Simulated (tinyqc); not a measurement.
Inside a calculation. Method: Pariser-Parr-Pople SCF with singles CI, for the molecule C1=CC=CC=CC=C1 (SMILES; centres numbered as the heavy atoms are written). One step of it, computed by the program tinyqc.

Question. PPP integrals. Ohno: gamma = 14.399645/sqrt(R^2 + a^2), a = 2 x 14.399645/(gamma_rr + gamma_ss); H_rr = -W_r - sum_(s != r) z_s gamma_rs; H_rs = beta for bonds.

Centres (angstrom, eV; a flat drawing with bonds scaled to 1.40 angstrom):
```
centre          x          y  core charge z          W   gamma_rr
1C       1.829000   0.000000              1  11.160000  11.130000
2C       1.293000   1.293000              1  11.160000  11.130000
3C       0.000000   1.829000              1  11.160000  11.130000
4C      -1.293000   1.293000              1  11.160000  11.130000
5C      -1.829000   0.000000              1  11.160000  11.130000
6C      -1.293000  -1.293000              1  11.160000  11.130000
7C       0.000000  -1.829000              1  11.160000  11.130000
8C       1.293000  -1.293000              1  11.160000  11.130000
```

Resonance integrals (eV):
```
i  j       beta
1  2  -2.390000
2  3  -2.390000
3  4  -2.390000
4  5  -2.390000
5  6  -2.390000
6  7  -2.390000
7  8  -2.390000
8  1  -2.390000
```

Give: repulsion gamma_rs; core matrix H.

Answer.

repulsion gamma_rs (eV), lower triangle:
```
         1C       2C       3C       4C       5C       6C       7C       8C
1C  11.1300
2C   7.5548  11.1300
3C   4.9789   7.5548  11.1300
4C   3.9796   4.9799   7.5548  11.1300
5C   3.7112   3.9796   4.9789   7.5548  11.1300
6C   3.9796   3.7120   3.9796   4.9799   7.5548  11.1300
7C   4.9789   3.9796   3.7112   3.9796   4.9789   7.5548  11.1300
8C   7.5548   4.9799   3.9796   3.7120   3.9796   4.9799   7.5548  11.1300
```

core matrix H (eV), lower triangle:
```
          1C        2C        3C        4C        5C        6C        7C        8C
1C  -47.8978
2C   -2.3900  -47.9004
3C    0.0000   -2.3900  -47.8978
4C    0.0000    0.0000   -2.3900  -47.9004
5C    0.0000    0.0000    0.0000   -2.3900  -47.8978
6C    0.0000    0.0000    0.0000    0.0000   -2.3900  -47.9004
7C    0.0000    0.0000    0.0000    0.0000    0.0000   -2.3900  -47.8978
8C   -2.3900    0.0000    0.0000    0.0000    0.0000    0.0000   -2.3900  -47.9004
```
